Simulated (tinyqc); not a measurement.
Inside a calculation. Method: UHF in the 6-31g basis, for H4, spin multiplicity 3. One step of it, computed by the program tinyqc.

Task: Iteration 2: diagonalisation and new density. Diagonalise F' = X^T F X, C = X C', fill 3 alpha and 1 beta electrons from the bottom; D(s) = C_occ C_occ^T. Each column has its largest component positive (the first on a tie).

F(alpha) (hartree), lower triangle:
```
           1H 1s      1H 2s      2H 1s      2H 2s      3H 1s      3H 2s      4H 1s      4H 2s
1H 1s   0.136279
1H 2s  -0.378469  -0.287097
2H 1s  -0.192246  -0.298765  -0.106225
2H 2s  -0.253084  -0.295477  -0.536889  -0.392212
3H 1s  -0.064071  -0.148584   0.023620  -0.052762   0.038682
3H 2s  -0.125494  -0.175129  -0.033950  -0.118503  -0.448343  -0.350286
4H 1s   0.035365  -0.019053  -0.016241  -0.106763  -0.199123  -0.311031  -0.099598
4H 2s  -0.025207  -0.095991  -0.113123  -0.174363  -0.298069  -0.352414  -0.528286  -0.444845
```

F(beta) (hartree), lower triangle:
```
           1H 1s      1H 2s      2H 1s      2H 2s      3H 1s      3H 2s      4H 1s      4H 2s
1H 1s   0.233424
1H 2s  -0.295408  -0.183069
2H 1s  -0.157913  -0.171763   0.453250
2H 2s  -0.220326  -0.187031  -0.129081  -0.048341
3H 1s  -0.087968  -0.159483  -0.040555  -0.098426   0.251325
3H 2s  -0.154422  -0.182983  -0.077297  -0.134144  -0.269452  -0.153656
4H 1s  -0.005665  -0.031755  -0.011481  -0.051852  -0.096965  -0.118273   0.316758
4H 2s  -0.073132  -0.102505  -0.067574  -0.081083  -0.166337  -0.134091  -0.146506  -0.037134
```

X:
```
               1          2          3          4          5          6          7         8
1H 1s  -0.527027  -0.544644   0.662898   0.653817   0.437626   0.378352   0.248903  0.167447
1H 2s   1.151534   0.826065  -0.632941  -0.426298   0.200290   0.249456   0.260683  0.256815
2H 1s   0.527027   0.544644   0.662898   0.653817  -0.437626  -0.378352   0.248903  0.167447
2H 2s  -1.151534  -0.826065  -0.632941  -0.426298  -0.200290  -0.249456   0.260683  0.256815
3H 1s   0.527027  -0.544644  -0.662898   0.653817  -0.437626   0.378352  -0.248903  0.167447
3H 2s  -1.151534   0.826065   0.632941  -0.426298  -0.200290   0.249456  -0.260683  0.256815
4H 1s  -0.527027   0.544644  -0.662898   0.653817   0.437626  -0.378352  -0.248903  0.167447
4H 2s   1.151534  -0.826065   0.632941  -0.426298   0.200290  -0.249456  -0.260683  0.256815
```

Give: F' = X^T F X; orbital energies; coefficients C; F' = X^T F X; orbital energies; coefficients C; D(alpha) after iteration 2; D(beta) after iteration 2.

Result:

F' = X^T F X (alpha) (hartree), lower triangle:
```
         1        2        3        4       5        6        7        8
1   0.8541
2   0.0205   0.8187
3  -0.0281   0.0204   1.0408
4   0.0141  -0.0394   0.0287   0.9758
5  -0.3632  -0.0152   0.0363   0.0053  0.1365
6  -0.0159  -0.3833   0.0217   0.0389  0.0138  -0.1667
7   0.0061  -0.0172   0.1067  -0.0090  0.1157   0.0113  -0.4744
8  -0.0083   0.0064  -0.0100  -0.0220  0.0348   0.0582   0.0331  -0.5974
```

orbital energies (alpha) (hartree): MO1 -0.6164, MO2 -0.5011, MO3 -0.2887, MO4 0.0094, MO5 0.8936, MO6 0.9991, MO7 1.0096, MO8 1.0818

coefficients C (alpha):
```
          MO1      MO2      MO3      MO4      MO5      MO6      MO7      MO8
1H 1s  0.0892   0.1576   0.1750   0.2168   0.0365   0.2379   0.6312  -1.1398
1H 2s  0.0865   0.1924   0.5519   0.7423  -0.0705  -0.6039  -0.4707   1.1558
2H 1s  0.1676   0.3232  -0.1477  -0.1550  -0.4291  -1.1896   0.0023  -0.2970
2H 2s  0.2454   0.4741  -0.4107  -0.5403   0.2553   1.4123   0.1387   0.0492
3H 1s  0.1818  -0.1132   0.2206  -0.2127   0.1443  -0.2009   1.1199   0.6409
3H 2s  0.2281  -0.1464   0.5454  -0.6635  -0.4581   0.4076  -1.0130  -0.7834
4H 1s  0.2404  -0.1912  -0.1647   0.1764  -1.2079   0.4362   0.1866   0.1707
4H 2s  0.4000  -0.3243  -0.4757   0.5336   1.2351  -0.7210   0.0723  -0.0167
```

F' = X^T F X (beta) (hartree), lower triangle:
```
         1        2        3        4        5        6        7        8
1   0.8976
2   0.0278   0.8893
3  -0.0085   0.0259   1.1042
4   0.0232  -0.0083   0.0358   1.0622
5  -0.3725  -0.0170  -0.0047  -0.0360   0.3674
6  -0.0045  -0.3635  -0.0263  -0.0093   0.0617   0.1879
7   0.0034   0.0130   0.1691   0.0168  -0.0346  -0.0455  -0.0443
8   0.0157  -0.0116   0.0075   0.0605   0.0017  -0.1329  -0.0231  -0.3154
```

orbital energies (beta) (hartree): MO1 -0.3648, MO2 -0.0719, MO3 0.0596, MO4 0.1946, MO5 0.9945, MO6 1.0586, MO7 1.1098, MO8 1.1684

coefficients C (beta):
```
          MO1      MO2      MO3      MO4      MO5      MO6      MO7      MO8
1H 1s  0.2104   0.1719  -0.0074  -0.1613   0.0341   0.9059  -0.9272   0.2907
1H 2s  0.4165   0.4017  -0.1296  -0.7864   0.0154  -0.7722   1.1222  -0.0350
2H 1s  0.0921   0.0820   0.0927   0.1549  -0.1836  -0.0099   0.3450   1.2905
2H 2s  0.1752   0.2003   0.3813   0.9550  -0.0447   0.2160  -0.5531  -1.1595
3H 1s  0.1779  -0.1752  -0.1518   0.0851   0.2302   0.9173   0.9119  -0.2176
3H 2s  0.4057  -0.3868  -0.6810   0.4247  -0.5377  -0.7141  -1.0232   0.1505
4H 1s  0.0481  -0.1748   0.2105  -0.1254  -1.2841   0.2172   0.1003  -0.2587
4H 2s  0.0353  -0.3678   0.7674  -0.4804   1.3001  -0.0316   0.1996   0.3738
```

D(alpha) after iteration 2, lower triangle:
```
         1H 1s    1H 2s    2H 1s    2H 2s   3H 1s    3H 2s   4H 1s   4H 2s
1H 1s   0.0634
1H 2s   0.1346   0.3491
2H 1s   0.0400  -0.0048   0.1543
2H 2s   0.0248  -0.1142   0.2550   0.4537
3H 1s   0.0370   0.1157  -0.0387  -0.0997  0.0945
3H 2s   0.0927   0.2926  -0.0896  -0.2374  0.1783   0.3709
4H 1s  -0.0375  -0.1069   0.0028   0.0360  0.0290  -0.0070  0.1215
4H 2s  -0.0987  -0.2904   0.0325   0.1397  0.0045  -0.1207  0.2365  0.4914
```

D(beta) after iteration 2, lower triangle:
```
        1H 1s   1H 2s   2H 1s   2H 2s   3H 1s   3H 2s   4H 1s   4H 2s
1H 1s  0.0443
1H 2s  0.0876  0.1735
2H 1s  0.0194  0.0384  0.0085
2H 2s  0.0369  0.0730  0.0161  0.0307
3H 1s  0.0374  0.0741  0.0164  0.0312  0.0317
3H 2s  0.0854  0.1690  0.0374  0.0711  0.0722  0.1646
4H 1s  0.0101  0.0201  0.0044  0.0084  0.0086  0.0195  0.0023
4H 2s  0.0074  0.0147  0.0033  0.0062  0.0063  0.0143  0.0017  0.0012
```
